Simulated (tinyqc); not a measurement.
Growth with time: grain growth, pinning, strength and diffusional creep of a polycrystal or thin film. Computed by tinyqc, a small Python program. Command: `OMP_NUM_THREADS=1 python tinyqc.py 3017107 3017108 out.jsonl grain walk`. One thread of a shared host (Intel(R) Xeon(R) Processor @ 2.30GHz), about 0.01 s of CPU time with the checks.

One mean grain size d describes the structure.

Inputs (values chosen for the exercise, for a model solid):
```
quantity                                    value       unit
boundary energy gamma                        0.59      J/m^2
mobility prefactor M0                       2e-07  m^4/(J s)
activation energy of boundary motion Q_m     4.04         eV
anneal temperature T                         2025          K
initial grain size d0                          15         nm
particle volume fraction f                0.00019          -
particle radius r                             6.1         nm
```

Sample: bulk.

Constants: k_B = 8.617333262e-05 eV/K.

Method. M = M0 exp(-Q_m/(k_B T)). The driving pressure is 2 gamma/d. Zener pinning pressure 3 f gamma/(2 r) stops growth at d_Z = 4 r/(3 f). The limit is d_lim = d_Z. dd/dt = 2 M gamma (1/d - 1/d_lim) integrates to 2 M gamma t = d_lim (d0 - d) + d_lim^2 ln[(d_lim - d0)/(d_lim - d)]; without pinning d^2 = d0^2 + 4 M gamma t.

limit d_lim = 42807.0 nm

mobility M = 1.76344e-17 m^4/(J s)

At T:
```
t (s)     free growth (nm)  pinned growth (nm)  d/d_lim
1.30e+05        2.3260e+03                2284  0.05336
4.40e+05        4.2792e+03                4138  0.09666
1.30e+06        7.3555e+03                6940  0.16213
4.40e+06        1.3532e+04               12145  0.28372
1.30e+07        2.3260e+04               19252  0.44974
4.40e+07        4.2792e+04               29885  0.69814
1.30e+08        7.3554e+04               38861  0.90782
4.40e+08        1.3532e+05               42700  0.99751
```

The apparent exponent d ln d/d ln t of the pinned growth is at most about 0.49, below the ideal 1/2, and falls to 0.077 in the last rows: pinning hides it late.
